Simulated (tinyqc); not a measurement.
Thin-body film or fin with hard walls, valleys of the Ge type: one step. Filling at a given sheet density. Two cases, with inputs chosen for the exercise.

Problem. n_i = g m_d/(2 pi c) kB T ln(1 + exp((EF - E_i)/kB T)) over the levels listed; solve sum n_i = Ns (1e12/cm^2 = 1e-4/angstrom^2); the band bending of the charge itself is left out. c = hbar^2/2m0.

Constants: hbar^2/2m0 = 3.80998211 eV angstrom^2; kB = 8.617333262e-05 eV/K.

Case 1.

Values chosen (out of a larger set: near those of Ge; not measured data): Ns = 1.4 x 1e12/cm^2 (sheet density in the on state); T = 77 K (temperature).

Valleys (masses in m0):
```
valleys g  cos^2(theta)       m_z       m_1       m_2       m_d
1              1.000000  1.577000  0.081000  0.081000  0.081000
3              0.111111  0.090544  0.081000  1.410778  0.338043
```

Subbands:
```
label  valleys g    E (eV)
1              1  0.002483
2              1  0.009931
3              1  0.022345
4              1  0.039725
1'             3  0.043243
5              1  0.062070
6              1  0.089380
```

Case 2.

Values chosen (out of a larger set: near those of Ge; not measured data): Ns = 2.6 x 1e12/cm^2 (sheet density in the on state); T = 350 K (temperature).

Valleys (masses in m0):
```
valleys g  cos^2(theta)       m_z       m_1       m_2       m_d
2              0.666667  0.218317  0.080000  0.590333  0.217317
2              0.000000  0.080000  0.080000  1.611000  0.358999
```

Subbands:
```
label  valleys g    E (eV)
1              2  0.054924
1'             2  0.149884
2              2  0.219694
3              2  0.494312
2'             2  0.599538
4              2  0.878776
3'             2  1.348960
```

Give: EF; n_i in the order of the list.

Solution.

Case 1.

EF = 0.0221 eV

n_i in the order of the list (1e12/cm^2): 0.675  0.445  0.151  0.015  0.114  0.001  0.000

The fullest subband is 1, with 48 %.

Case 2.

EF = 0.0366 eV

n_i in the order of the list (1e12/cm^2): 2.379  0.209  0.013  0.000  0.000  0.000  0.000

The fullest subband is 1, with 91 %.

Computed by tinyqc, one run a case: `OMP_NUM_THREADS=1 python tinyqc.py N N+1 out.jsonl` with N = 1280105, 1280351; one thread of a shared Intel(R) Xeon(R) Processor @ 2.30GHz, about 0.01 s a run at most.
